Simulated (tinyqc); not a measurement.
Mesh and choice of bands: charge neutrality level from zone-averaged pseudopotential bands.

Empirical pseudopotential on the fcc lattice, atoms at +/- tau, tau = a (1,1,1)/8, no spin-orbit coupling. H(G,G') = c (2 pi/a)^2 |k + G|^2 delta + VS(q) cos(q.tau) + i VA(q) sin(q.tau), q = G - G', c = hbar^2/2m0; k and G in units of 2 pi/a; VS at |q|^2 = 3, 8, 11 and VA at 3, 4, 11, in rydberg, zero elsewhere. At each k the basis holds all G with |k + G|^2 up to 16; energies are counted from the fourth level at Gamma.

Mesh: k = sum_i (n_i + 1/2)/N b_i, n_i = 0 ... N - 1, b = (-1,1,1), (1,-1,1), (1,1,-1); points with the same sorted |kx|, |ky|, |kz| after folding to the shortest k + G are joined, with their count as weight. Neutrality (branch-point) level: E_N = (1/2) mean over k of [E5 + (E3 + E4)/2], E_n the n-th level from below.

Constants: hbar^2/2m0 = 3.80998211 eV angstrom^2; Ry = 13.60569312 eV.

Parameters, chosen for this exercise (out of a larger set: classic local form factors of the size used for Si, without spin-orbit coupling; not measured data):
- a = 5.435 angstrom (lattice constant)
- VS = (-0.21, 0.041, 0.081) Ry (symmetric form factors)
- VA = (0, 0, 0) Ry (antisymmetric form factors)

E_N with E5 alone, and with (E5 + E6)/2 in its place.

Results:
```
N  joined points  E_N (eV)  E_N, two conduction bands (eV)
1              1    0.3014                          0.8142
2              2   -0.2444                          0.4419
3              6    0.0175                          0.3934
4             10    0.0009                          0.4069
5             19    0.0108                          0.3901
```

For scale, the lowest gap of this set is 0.81 eV. Against N = 5 the errors are +291, -255, +7 and -10 meV for N = 1 to 4 (N = 1 is the L point alone). Taking the second conduction band in moves E_N by +0.38 eV, more than the mesh error at N = 2: the definition, not the mesh, limits the estimate. Local form factors place the indirect gaps only to a few tenths of an eV, and E_N moves with them.

Run: tinyqc, `OMP_NUM_THREADS=1 python tinyqc.py 1850497 1850498 out.jsonl`; Intel(R) Xeon(R) Processor @ 2.30GHz, one thread, shared host; about 0.09 s of CPU time with all checks.
